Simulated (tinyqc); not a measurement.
Inside a calculation. Method: Hubbard chain of 5 sites. One step of it, computed by the program tinyqc.

Task: Mean-field iteration 3. H(up) = T + U n(down), H(down) = T + U n(up); fill the lowest levels; n(new) = n + mixing (n(out) - n); E = tr T (rho up + rho down) + U sum n_up n_down of the output.

one-body matrix (hopping and site energies) (eV):
```
           1          2          3          4          5
1   0.000000  -1.680000   0.000000   0.000000   0.000000
2  -1.680000   0.000000  -1.680000   0.000000   0.000000
3   0.000000  -1.680000   0.000000  -1.680000   0.000000
4   0.000000   0.000000  -1.680000   0.000000  -1.680000
5   0.000000   0.000000   0.000000  -1.680000   0.000000
```

U = 8.300000 eV

electrons, up and down: 3  2

mixing = 1

n(up) after iteration 2: 1 0.958779, 2 0.079974, 3 0.922494, 4 0.079974, 5 0.958779

n(down) after iteration 2: 1 0.041221, 2 0.920026, 3 0.077506, 4 0.920026, 5 0.041221

Give: levels, up; levels, down; energy; n(up) after iteration 3; n(down) after iteration 3.

Result:

levels, up (eV): -0.517  -0.026  0.461  8.005  8.677

levels, down (eV): -0.377  0.295  7.839  8.326  8.817

energy = -2.635 eV

n(up) after iteration 3: 1 0.959, 2 0.080, 3 0.922, 4 0.080, 5 0.959

n(down) after iteration 3: 1 0.041, 2 0.920, 3 0.078, 4 0.920, 5 0.041
